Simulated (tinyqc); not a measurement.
Epitaxial growth on a vicinal surface: Burton-Cabrera-Frank step flow, step-edge barrier and island nucleation: one step, computed by the program tinyqc. Command: `OMP_NUM_THREADS=1 python tinyqc.py 3021310 3021311 out.jsonl stepflow walk`. One thread of a shared host (Intel(R) Xeon(R) Processor @ 2.30GHz), about 0.01 s of CPU time with the checks.

Adatoms land at rate F, hop on a square grid (a simplification for hexagonal faces), desorb, or join steps. Lengths are in units of a and n is the adatom coverage. Steps ascend at x = 0 and descend at x = l.

Task: Scales. D = nu exp(-E_d/(k_B T)) (a^2/s, nu counted per direction); tau = exp(E_a/(k_B T))/nu; x_s = sqrt(D tau); n_eq = exp(-E_f/(k_B T)); terrace width l = h/(a tan(miscut)); Schwoebel length l_s = exp(E_s/(k_B T)) - 1. Temperatures in kelvin are T(C) + 273.15.

Inputs (values chosen for the exercise, close to those used for Ge(001)):
```
quantity                     value      unit
site spacing a                   4  angstrom
step height h                 1.41  angstrom
diffusion barrier E_d        0.688        eV
desorption energy E_a         2.54        eV
adatom formation energy E_f    1.1        eV
step-edge barrier E_s         0.17        eV
attempt frequency nu             1       THz
miscut angle                   0.2   degrees
temperature T                  480         C
```

Constants: k_B = 8.617333262e-05 eV/K.

Give: D; lifetime tau; diffusion length x_s; equilibrium coverage n_eq; terrace width l; Schwoebel length l_s.

Result:

D = 2.490e+07 a^2/s

lifetime tau = 99235 s

diffusion length x_s = 1.572e+06 a

equilibrium coverage n_eq = 4.358e-08

terrace width l = 101.0 a

Schwoebel length l_s = 12.73 a

l/x_s = 6.42e-5: nearly every adatom reaches a step.
